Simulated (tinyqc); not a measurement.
Changing the C44: anisotropic elasticity and sound waves of a cubic crystal. Computed by tinyqc, a small Python program. Command: `OMP_NUM_THREADS=1 python tinyqc.py 3020183 3020184 out.jsonl cubicelastic sweep`. One thread of a shared host (Intel(R) Xeon(R) Processor @ 2.30GHz), about 0.01 s of CPU time with the checks.

Voigt order 1..6 = xx, yy, zz, yz, xz, xy, with engineering shear strains. The rotated frame has x' as named, z' along the wafer normal and y' = z' x x'.

Inputs (values chosen for the exercise, modelled on diamond): C11 = 1072 GPa; C12 = 123.4 GPa; expansion coefficient of the film = 0.98 ppm/K; expansion coefficient of the substrate = 2.6 ppm/K; cooling Delta T = 200 K.

Frame: (001) wafer, x' along [110].

direction cosines a (rows x', y', z' in the cube axes), rows x', y', z', columns x, y, z:
```
[[0.707107, 0.707107, 0.000000],
 [-0.707107, 0.707107, 0.000000],
 [0.000000, 0.000000, 1.000000]]
```

Method:
- S11 = (C11 + C12)/D, S12 = -C12/D, D = (C11 - C12)(C11 + 2 C12), S44 = 1/C44. Zener ratio A = 2 C44/(C11 - C12); S0 = S11 - S12 - S44/2; H = 2 C44 + C12 - C11.
- C'_ijkl = C12 delta_ij delta_kl + C44 (delta_ik delta_jl + delta_il delta_jk) - H sum_m a_im a_jm a_km a_lm.
- Invert C' to S'. E along x' = 1/S'11, along y' = 1/S'22; Poisson ratios nu(x'y') = -S'12/S'11 and nu(x'z') = -S'13/S'11; in-plane shear modulus 1/S'66.
- On cooling, a thick substrate imposes eps_1 = eps_2 = (alpha_film - alpha_substrate) Delta T and eps_6 = 0; the free surface sets sigma_3 = sigma_4 = sigma_5 = 0, which fixes eps_3, eps_4, eps_5. Biaxial modulus M = (sigma_1 + sigma_2)/(2 eps); energy density M eps^2. Elastic response and constant coefficients are assumed.

One run for each value:
```
C44 (GPa)  Zener ratio A  E along x' (GPa)  E along y' (GPa)  biaxial modulus M (GPa)  nu(x'y')  nu(x'z')
142                0.299               457               457                     1167    0.6085    0.0451
199                0.420               594               594                     1167    0.4914    0.0585
278                0.586               753               753                     1167    0.3546    0.0743
390                0.822               935               935                     1167    0.1988    0.0922
545                1.149              1127              1127                     1167    0.0341    0.1112
762                1.607              1322              1322                     1167   -0.1327    0.1304
1070               2.256              1510              1510                     1167   -0.2942    0.1490
1490               3.141              1677              1677                     1167   -0.4372    0.1654
2090               4.406              1825              1825                     1167   -0.5635    0.1800
```

What does the table show, and why?

Over the rows, Zener ratio A rises from 0.299 to 4.41 (exponent d ln y / d ln x about 1.0 throughout); E along x' (GPa) rises from 457 to 1820 (exponent d ln y / d ln x 0.78 between the first rows and 0.25 between the last); E along y' (GPa) rises from 457 to 1820 (exponent d ln y / d ln x 0.78 between the first rows and 0.25 between the last); biaxial modulus M (GPa) does not change. The exponent of biaxial modulus M stays at 0: a (001) film is not sheared in the cube frame. The crystal is isotropic at C44 = (C11 - C12)/2 = 474 GPa.

Caution (all rows): the thermal stress of this film exceeds 200 MPa, which can relax by slip, cracking or buckling in a real film.
